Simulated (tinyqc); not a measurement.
Printed widths: electron-beam lithography: double-Gaussian proximity function, edge placement and dose correction for parallel lines. Computed by tinyqc, a small Python program. Command: `OMP_NUM_THREADS=1 python tinyqc.py 3110118 3110119 out.jsonl proximity walk`. One thread of a shared host (Intel(R) Xeon(R) Processor @ 2.30GHz), about 0.01 s of CPU time with the checks.

Lines are infinitely long. Absorbed energy is counted so that the middle of a very large area written at dose 1 receives 1; the resist develops where it exceeds 1/2.

Inputs (values chosen for the exercise, of the order of those for 30 keV electrons in resist on silicon): forward range alpha = 0.015 micrometre; backscatter range beta = 4.3 micrometre; backscatter ratio eta = 0.82.

line widths (micrometre): 1.8  5.1  0.061  0.08  0.11

gaps between the lines (micrometre): 0.13  0.23  0.074  0.32

Method:
- The first line starts at x = 0; each next one starts after the width and the gap.
- f(r) = [exp(-r^2/alpha^2)/alpha^2 + eta exp(-r^2/beta^2)/beta^2]/(pi (1 + eta)). A line from a to b at dose d gives E(x) = d [S(alpha) + eta S(beta)]/(1 + eta), S(s) = [erf((b - x)/s) - erf((a - x)/s)]/2.
- M_ij is the mean of E at the two edges of line i from line j at dose 1.
- Uncorrected edge energies are M 1. Solve M d = 1/2 for the doses d that put the mean edge energy of every line at the threshold.
- Edges are the roots of E(x) = 1/2 between a line centre and the middle of the next gap. Three cases: dose 1 everywhere; one common dose equal to the mean of d; the corrected doses.

Lines (micrometre):

| line | left edge | right edge | centre |
|---|---|---|---|
| 1 | 0.000 | 1.800 | 0.9000 |
| 2 | 1.930 | 7.030 | 4.4800 |
| 3 | 7.260 | 7.321 | 7.2905 |
| 4 | 7.395 | 7.475 | 7.4350 |
| 5 | 7.795 | 7.905 | 7.8500 |

corrected doses: 1 0.94901, 2 0.91096, 3 1.07918, 4 1.10534, 5 1.18095

Width error, printed less drawn (nm):

| line | drawn width (nm) | dose 1 | mean dose | corrected |
|---|---|---|---|---|
| 1 | 1800 | 3.2627 | 5.4414 | 0.008859 |
| 2 | 5100 | 4.3837 | 6.5725 | 0.001555 |
| 3 | 61 | -0.5745 | 1.5145 | 0.000301 |
| 4 | 80 | -1.3355 | 0.7532 | 0.000382 |
| 5 | 110 | -3.5464 | -1.4433 | 0.000462 |

What follows from these numbers?

With the common mean dose the errors span 8.0 nm. With corrected doses the largest error is below 0.01 nm.

Extremes, crossings and ranges named in words are read from the listed rows.
